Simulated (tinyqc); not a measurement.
Inside a calculation. Model: tunnelling through a gate dielectric, WKB transmission and Tsu-Esaki current.

tinyqc, about 0.02 s, one thread, Intel Xeon 2.30GHz (shared host): `OMP_NUM_THREADS=1 python tinyqc.py 2540014 2540015 out.jsonl` Printed values are rounded.

Electrons leave the emitter at x = 0. Energies E (motion across the layers) are in eV from the emitter Fermi level; the collector Fermi level lies at -V and offers states at every E. No charge in the dielectric and no image force: F1 = V/t1, U = phi1 - F1 x. With C = hbar^2/(2 m0), kappa = sqrt(m (U - E)/C) where U > E and 0 elsewhere; T(E) = exp(-S), S = 2 times the integral of kappa over x.

Inputs (values chosen for the exercise); dielectric values close to those of silicon dioxide: temperature T = 300 K; Fermi energy of the emitter above its band bottom Ef = 0.38 eV; emitter mass in the supply function me = 0.84 m0; barrier of layer 1 above the emitter Fermi level at zero bias phi1 = 3.05 eV; tunnelling mass of layer 1 m1 = 0.5 m0; thickness of layer 1 t1 = 5.5 nm; voltage across the dielectric V = 4.4 V; energy of the electron followed E = 0 eV; cells in each layer nc = 9; lower end of the energy grid Ea = -0.38 eV; upper end of the energy grid Eb = 0.39 eV; points of the energy grid nE = 11.

Constants: q = 1.602176634e-19 C, kB = 1.380649e-23 J/K, hbar = 1.054571817e-34 J s, m0 = 9.1093837015e-31 kg, Vt = kB T/q, hbar^2/(2 m0) = 0.0380998212 eV nm^2. Results are converted to the units shown.

## Fields and band edges

F1 = V/t1, U = phi1 - F1 x.

F1 = 8 MV/cm
U at x = t1 = -1.35 eV

## WKB exponent by the midpoint rule

Cut each layer into nc equal cells, take U and kappa at the cell centres, and sum S = 2 sum kappa h.

```
cell,x (nm),U (eV),kappa (1/nm)
0,0.30556,2.80556,6.06782
1,0.91667,2.31667,5.51385
2,1.52778,1.82778,4.89762
3,2.13889,1.33889,4.19175
4,2.75000,0.85000,3.33990
5,3.36111,0.36111,2.17693
6,3.97222,-0.12778,0.00000
7,4.58333,-0.61667,0.00000
8,5.19444,-1.10556,0.00000
```

S = 32.0074
T(E) = 1.25707e-14

## WKB exponent in closed form

Each layer adds (2/F) sqrt(m/C) [G(u at its left edge) - G(u at its right edge)] to S, with u = U - E (0 where negative) and G(u) = (2/3) u^1.5. The slope follows from 1/d = -dS/dE.

S = 32.1604
T(E) = 1.07869e-14
energy d over which T(E) grows by a factor e = 0.063225 eV

The midpoint rule gives S = 32.007, so its T(E) is 17 % above this value. The band edge of layer 1 drops below E inside the layer: the barrier there is triangular (the Fowler-Nordheim case).

## Current density on a coarse energy grid

J = J0 times the integral of T(E) N(E) dE, N = ln[(1 + exp(-E/Vt))/(1 + exp((-E - V)/Vt))], J0 = q^2 me m0 kB T/(2 pi^2 hbar^3) (times 1e-4 for A/cm^2 per eV), by Simpson's rule on nE equally spaced points from Ea to Eb.

```
point,E (eV),T(E),N,T(E) N
0,-0.380000,2.20273e-17,14.6991,3.23781e-16
1,-0.303000,7.95614e-17,11.7206,9.32505e-16
2,-0.226000,2.83188e-16,8.74223,2.47570e-15
3,-0.149000,9.93128e-16,5.76671,5.72708e-15
4,-0.072000,3.43096e-15,2.84498,9.76102e-15
5,0.005000,1.16742e-14,0.601111,7.01750e-15
6,0.082000,3.91162e-14,0.0410688,1.60646e-15
7,0.159000,1.29038e-13,0.00213037,2.74899e-16
8,0.236000,4.19006e-13,1.08480e-4,4.54540e-17
9,0.313000,1.33897e-12,5.51862e-6,7.38929e-18
10,0.390000,4.20994e-12,2.80730e-7,1.18186e-18
```

J0 = 3.51427e8 A/(cm^2 eV)
J = 7.57134e-7 A/cm^2

The integrand peaks at E = -0.0720 eV among these points. A converged quadrature from -Ef to above the barrier gives 7.591e-7 A/cm^2; this grid is 0.26 % below that.
